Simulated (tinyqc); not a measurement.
Current crowding under a contact, resistor ladder against the transmission-line model: one step of the calculation.

A metal contact of length d and width W on a thin layer of the same width. The metal has no resistance, the sheet resistance under it equals Rsh, and current enters the layer at the front edge x = 0.

Problem. The transmission-line result. Transfer length Lt = sqrt(rc/Rsh); front resistance Rc = (Rsh Lt/W) coth(d/Lt); end resistance Re = (Rsh Lt/W)/sinh(d/Lt). v(x) = I (Rsh Lt/W) cosh((d - x)/Lt)/sinh(d/Lt) at the cell centres x = (i - 1/2) d/n.

Parameters, values chosen for the exercise:
- Rsh = 570 ohm/sq (sheet resistance of the semiconductor layer)
- rc = 4.8e-8 ohm cm^2 (specific contact resistivity)
- d = 0.05 um (contact length)
- W = 1 um (contact width)
- n = 7 (cells)
- I = 2 mA (current)

Wanted: Lt; Rc; Re; v(x).

Solution.

Lt = 0.09177 um
Rc = 105.3 ohm
Re = 91.41 ohm
v(x), cell 1 to 7 (mV): 206.7  199.8  194.1  189.6  186.3  184.1  183.0

The ladder's Rc is 0.097 % above this value, with cells 0.078 Lt long.

Numbers from tinyqc (`OMP_NUM_THREADS=1 python tinyqc.py 2760064 2760065 out.jsonl`; about 0.01 s on one thread of a shared Intel Xeon 2.30GHz).
